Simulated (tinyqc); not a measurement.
# Film and buried-oxide thickness from two coupling ratios

Problem. In a depleted film -dVT/dVb is k1 = Cs Cbox/(Cox (Cs + Cbox)) for a front channel and k2 = Cbox (Cox + Cs)/(Cox Cs) for a back channel, with Cox = eps0 eox/tox, Cs = eps0 eps_r/ts, Cbox = 3.9 eps0/tb. Find ts and tb.

Values chosen for this exercise; band and dielectric values close to those of In0.53Ga0.47As: relative permittivity eps_r = 13.9; relative permittivity of the gate insulator (close to silicon dioxide) eox = 3.9; insulator thickness tox = 1.6 nm.

coupling ratios for a front and a back channel: [0.033892106, 0.13508449]

Answer. With y = Cox/Cs and z = Cox/Cbox, 1/k1 = y + z and k2 = (1 + y)/z, so y = (k2/k1 - 1)/(1 + k2); the thicknesses follow from y and z.

ts = 15.0 nm
tb = 43.0 nm

Program tinyqc, `OMP_NUM_THREADS=1 python tinyqc.py 2190156 2190157 out.jsonl`; Intel Xeon 2.30GHz, shared host, one thread, about 0.4 s.
